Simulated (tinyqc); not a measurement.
Eight-band Kane k.p model with strain: one step. Levels and orbital character. Three cases, with inputs chosen for the exercise.

Problem. Diagonalise H; the levels come in pairs. The weights are summed over spin and averaged over each pair.

Give: levels, each twofold; weights.

Case 1.

H(k) (eV):
```
            S+                  X+                  Y+          Z+          S-
S+    0.315555          -0.036203i           0.226267i           0           0
X+   0.036203i           -0.190101  0.001291-0.130333i           0           0
Y+  -0.226267i  0.001291+0.130333i           -0.187660           0           0
Z+           0                   0                   0    0.017792           0
S-           0                   0                   0           0    0.315555
X-           0                   0                   0   -0.130333   0.036203i
Y-           0                   0                   0  -0.130333i  -0.226267i
Z-           0            0.130333           0.130333i           0           0

                    X-                  Y-          Z-
S+                   0                   0           0
X+                   0                   0    0.130333
Y+                   0                   0  -0.130333i
Z+           -0.130333           0.130333i           0
S-          -0.036203i           0.226267i           0
X-           -0.190101  0.001291+0.130333i           0
Y-  0.001291-0.130333i           -0.187660           0
Z-                   0                   0    0.017792
```

Solution.

levels, each twofold (eV): -0.4331  -0.1129  0.0894  0.4122

weights:
```
   pair 1  pair 2  pair 3  pair 4
S   0.046   0.097   0.020   0.836
X   0.333   0.534   0.126   0.007
Y   0.486   0.346   0.023   0.145
Z   0.135   0.023   0.830   0.012
```

The conduction pair has 16.4 % valence character at this k; the valence pair with most S character is pair 2 (9.7 %).

Case 2.

H(k) (eV):
```
            S+                   X+                   Y+          Z+          S-
S+    1.552369           -0.044617i            0.276628i   0.071388i           0
X+   0.044617i             0.043801  -0.001143-0.037000i   -0.000295           0
Y+  -0.276628i  -0.001143+0.037000i             0.061613    0.001828           0
Z+  -0.071388i            -0.000295             0.001828   -0.256302           0
S-           0                    0                    0           0    1.552369
X-           0                    0                    0   -0.037000   0.044617i
Y-           0                    0                    0  -0.037000i  -0.276628i
Z-           0             0.037000            0.037000i           0  -0.071388i

                     X-                   Y-          Z-
S+                    0                    0           0
X+                    0                    0    0.037000
Y+                    0                    0  -0.037000i
Z+            -0.037000            0.037000i           0
S-           -0.044617i            0.276628i   0.071388i
X-             0.043801  -0.001143+0.037000i   -0.000295
Y-  -0.001143-0.037000i             0.061613    0.001828
Z-            -0.000295             0.001828   -0.256302
```

Solution.

levels, each twofold (eV): -0.2698  -0.0026  0.0679  1.6060

weights:
```
   pair 1  pair 2  pair 3  pair 4
S   0.002   0.022   0.009   0.967
X   0.018   0.275   0.707   0.001
Y   0.021   0.666   0.282   0.031
Z   0.959   0.038   0.002   0.001
```

The conduction pair has 3.3 % valence character at this k; the valence pair with most S character is pair 2 (2.2 %).

Case 3.

H(k) (eV):
```
            S+                   X+                   Y+          Z+          S-
S+    1.514968           -0.165913i            0.243990i           0           0
X+   0.165913i            -0.147497  -0.046601-0.120000i           0           0
Y+  -0.243990i  -0.046601+0.120000i            -0.141463           0           0
Z+           0                    0                    0   -0.119395           0
S-           0                    0                    0           0    1.514968
X-           0                    0                    0   -0.120000   0.165913i
Y-           0                    0                    0  -0.120000i  -0.243990i
Z-           0             0.120000            0.120000i           0           0

                     X-                   Y-          Z-
S+                    0                    0           0
X+                    0                    0    0.120000
Y+                    0                    0  -0.120000i
Z+            -0.120000            0.120000i           0
S-           -0.165913i            0.243990i           0
X-            -0.147497  -0.046601+0.120000i           0
Y-  -0.046601-0.120000i            -0.141463           0
Z-                    0                    0   -0.119395
```

Solution.

levels, each twofold (eV): -0.3941  -0.0546  -0.0124  1.5677

weights:
```
   pair 1  pair 2  pair 3  pair 4
S   0.008   0.014   0.010   0.969
X   0.349   0.426   0.215   0.010
Y   0.371   0.489   0.119   0.021
Z   0.273   0.070   0.656   0.000
```

The conduction pair has 3.1 % valence character at this k; the valence pair with most S character is pair 2 (1.4 %).

Computed by tinyqc, one run a case: `OMP_NUM_THREADS=1 python tinyqc.py N N+1 out.jsonl` with N = 1080802, 1080886, 1081211; one thread of a shared Intel(R) Xeon(R) Processor @ 2.30GHz, about 0.1 s a run at most.
